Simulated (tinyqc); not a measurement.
Four methods from the same start: geometry relaxation of a small cluster. Computed by tinyqc, a small Python program. Command: `OMP_NUM_THREADS=1 python tinyqc.py 3028712 3028713 out.jsonl relax walk`. One thread of a shared host (Intel(R) Xeon(R) Processor @ 2.30GHz), about 0.03 s of CPU time with the checks.

E = sum_i {sum_j A exp(-p (r_ij/r0 - 1)) - xi sqrt(rho_i)}, rho_i = sum_j exp(-2 q (r_ij/r0 - 1)); the force on i is -sum_j w_ij (R_i - R_j)/r_ij with w_ij = -(2p/r0) A exp(-p (r_ij/r0 - 1)) + (xi q/r0) exp(-2 q (r_ij/r0 - 1)) (rho_i^(-1/2) + rho_j^(-1/2)).

Inputs (values chosen for the exercise, for model atoms):
```
quantity                 value           unit
length r0                 2.86       angstrom
repulsion A                0.1             eV
hopping xi                 1.2             eV
decay p                   9.69              -
decay q                   2.79              -
step factor eta          0.046  angstrom^2/eV
largest number of steps    500              -
```

Potential: Gupta. Method: BFGS.

starting positions (angstrom):
```
           x      y      z
atom 1  0.28  -0.24   0.18
atom 2  2.94  -0.18  -0.05
atom 3  1.57   2.37   0.05
atom 4  1.21   0.65   2.49
atom 5  0.92   0.81  -2.09
```

Method:
- BFGS: R(new) = R + B F with the inverse Hessian B = eta 1 at first; with s = R(new) - R, y = F - F(new), rho = 1/(y.s): B(new) = (1 - rho s y^T) B (1 - rho y s^T) + rho s s^T, skipped if y.s is not positive.
- No atom moves more than 0.3 angstrom a step (the whole step is scaled). Stop when the largest force component is below 1e-5 eV/angstrom.
- Hessian at the final positions by central differences of the forces; six eigenvalues vanish (translations and rotations). Steepest descent is stable for eta below 2/lambda_max and contracts the softest mode by 1 - eta lambda_min a step.
- Steepest descent: R(new) = R + eta F.
- Conjugate gradient (Polak-Ribiere): d = F + beta d(old), beta = max(0, F.(F - F(old))/|F(old)|^2), d = F at first; step length from one secant, s = eta (F.d)/(F.d - F(R + eta d).d), replaced by eta if that is not positive; R(new) = R + s d.
- FIRE with unit mass: if F.v > 0, v = (1 - a) v + a |v| F/|F|, and after more than 5 such steps in a row dt = min(1.1 dt, 5 dt0), a = 0.99 a; else v = 0, a = 0.1, and dt = dt/2 (not at the first step). Then v = v + dt F, R(new) = R + dt v. dt0 = sqrt(eta), a = 0.1 at first.
- In this comparison each method may take up to 1500 steps.

contraction of the softest mode = 0.938294

non-zero eigenvalues (eV/angstrom^2): 1.3414  1.3414  3.3591  4.5421  4.5421  5.6297  5.6297  10.7684  15.5238

condition number = 11.5725

Cost:
```
method              steps  force calls  final E (eV)  calls to reach 1e-2
steepest descent      178          179       -10.337                   70
conjugate gradient     22           45       -10.337                   25
BFGS                   28           29       -10.337                   18
FIRE                  125          126       -10.337                   51
```

What does the comparison show, and why?

In force calls the order is BFGS (29), conjugate gradient (45), FIRE (126), steepest descent (179). All that converged end at the same energy. Near the minimum steepest descent multiplies the slowest mode by 0.938 in size a step, 36 steps a decade of force, at a condition number of 11.6. It is the dearest here: the others use earlier steps to learn the curvature or to build momentum along soft directions.

Extremes, crossings and ranges named in words are read from the listed rows.
